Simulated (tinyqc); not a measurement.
What each parameter does: two-band k.p model of the Delta valleys near the X point under shear strain.

Valley pair on the [001] axis, kz counted from the X point, c = hbar^2/2m0, k0 = kx0 2 pi/a. H = (c kz^2/ml + c (kx^2 + ky^2)/mt + c k0^2/ml) 1 + (2 c k0 kz/ml) sigma_z + (D exy - 2 c kx ky/Mp) sigma_x, so E = c kz^2/ml + c (kx^2 + ky^2)/mt + c k0^2/ml -/+ sqrt((2 c k0 kz/ml)^2 + (D exy - 2 c kx ky/Mp)^2). Without strain the lower band has its minima, E = 0, at kz = +/- k0. Shifts from diagonal strain are left out.

For |eta| < 1: k_min = k0 sqrt(1 - eta^2), E_min = -Delta eta^2/2, ml(eta) = ml/(1 - eta^2), 1/m[110] = 1/mt + eta/Mp, 1/m[1-10] = 1/mt - eta/Mp. For |eta| > 1 the minimum sits at X: E_min = -Delta (2 |eta| - 1)/2, ml(eta) = ml/(1 - 1/|eta|), and eta is replaced by its sign in the transverse masses. Here Delta = 2 c k0^2/ml and eta = D exy/Delta.

Constants: hbar^2/2m0 = 3.80998211 eV angstrom^2.

Inputs chosen for the exercise (near those of Si; not measured data): a = 5.419 angstrom (lattice constant); ml = 0.894 m0 (longitudinal mass); mt = 0.202 m0 (transverse mass); kx0 = 0.15 2 pi/a (distance of the minimum from X); D = 15.2 eV (shear deformation potential); Mp = 0.226 m0 (coupling mass); exy = -0.02 (shear strain).

Delta = 2 c k0^2/ml, eta = D exy/Delta.

One parameter was then changed.

Results before and after:
```
case         eta  E_min (meV)  ml(eta) (m0)  m[110] (m0)  m[1-10] (m0)
base     -1.1791      -175.09        5.8854       1.9022        0.1067
changed  -1.3633      -192.51        3.3548       1.9022        0.1067
```

Which of these changes was made? (a) kx0 = 0.1395 2 pi/a; (b) mt = 0.21614 m0; (c) D = 16.264 eV; (d) Mp = 0.24182 m0; (e) ml = 0.83142 m0; (f) exy = -0.0214.

Answer: (a) kx0 = 0.1395 2 pi/a. Of the candidates, run in turn, only this one gives the changed row.

All candidates:
```
case                     eta  E_min (meV)  ml(eta) (m0)  m[110] (m0)  m[1-10] (m0)
base                 -1.1791      -175.09        5.8854       1.9022        0.1067
ml = 0.83142 m0      -1.0966      -165.39        9.4407       1.9022        0.1067
mt = 0.21614 m0      -1.1791      -175.09        5.8854       4.9541        0.1105
kx0 = 0.1395 2 pi/a  -1.3633      -192.51        3.3548       1.9022        0.1067
D = 16.264 eV        -1.2616      -196.37        4.3108       1.9022        0.1067
Mp = 0.24182 m0      -1.1791      -175.09        5.8854       1.2267        0.1101
exy = -0.0214        -1.2616      -196.37        4.3108       1.9022        0.1067
```

Run: tinyqc, `OMP_NUM_THREADS=1 python tinyqc.py 1050782 1050783 out.jsonl`; Intel(R) Xeon(R) Processor @ 2.30GHz, one thread, shared host; about 0.01 s of CPU time with all checks.
